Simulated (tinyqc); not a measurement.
Floating body of a partially depleted SOI transistor: body voltage and kink: one step of the calculation.

Source at 0 V. Channel current Ic = 2 nf K Vt^2 [F(0) - F(Vd)](1 + la Vd), F(V) = ln^2(1 + exp((Vg - VT - nf V)/(2 nf Vt))), VT = VT0 - gb Vb. Saturation voltage Vs = 2 Vt sqrt(F(0)) + 3 Vt, excess Ve = (Vd - Vs + sqrt((Vd - Vs)^2 + 0.0004 V^2))/2, multiplication M1 = Ai Ve exp(-Bl/Ve). Each junction passes D(v) = J1 (exp(v/Vt) - 1) + J2 (exp(v/(2 Vt)) - 1). Bipolar current Ib = bb J1 (exp(Vb/Vt) - 1). The body settles where M1 (Ic + Ib) = D(Vb) + D(Vb - Vd) + Vb/Rb; drain current Id = (1 + M1)(Ic + Ib) - D(Vb - Vd).

Problem. Drain current with floating and with grounded body. Id and VT at the converged Vb, Id at Vb = 0, their ratio, and the bipolar share Ib/(Ic + Ib).

Inputs (values chosen for the exercise); values of the order met in partially depleted silicon-on-insulator transistors:
```
symbol    value         unit                                                                                            meaning
T           300            K                                                                                        temperature
VT0        0.51            V                                                                     threshold at zero body voltage
gb         0.34                                                                  fall of the threshold per volt of body voltage
nf         1.24                                                                                                    slope factor
K           510  uA/(V^2 um)                                                                              gain factor per width
la         0.07          1/V                                                                   channel-length modulation factor
Ai         2.01          1/V                                                                        impact-ionisation prefactor
Bl          7.7            V                                                                          impact-ionisation voltage
J1      1.8e-12        uA/um                                                      diffusion saturation current of each junction
J2       2.3e-9        uA/um                                                  recombination saturation current of each junction
bb            0                                                 gain of the lateral bipolar transistor on the diffusion current
Rb          1e9      kohm um  resistance of a weak body tie to the source (1e9 stands for no tie, and the term is then dropped)
Vg         0.42            V                                                                                       gate voltage
Vd          1.9            V                                                                                      drain voltage
```

Constants: q = 1.602176634e-19 C, kB = 1.380649e-23 J/K, Vt = kB T/q. Results are converted to the units shown.

converged Vb = 0.65373539 V

Wanted: VT; Id, floating; Id, grounded; ratio; bipolar share.

Solution.

VT = 0.28773 V
Id, floating = 4.7362 uA/um
Id, grounded = 0.048612 uA/um
ratio = 97.429
bipolar share = 0.0000 %

The body rises to 0.654 V and lowers the threshold by 222 mV.

Range of the model: The multiplication law is an empirical form chosen for the exercise; self-heating and capacitive coupling to the body are left out, and the linear laws are rough once Vb passes about 0.7 V or M1 about 0.1.

tinyqc, about 0.2 s, one thread, Intel Xeon 2.30GHz (shared host): `OMP_NUM_THREADS=1 python tinyqc.py 2182092 2182093 out.jsonl`
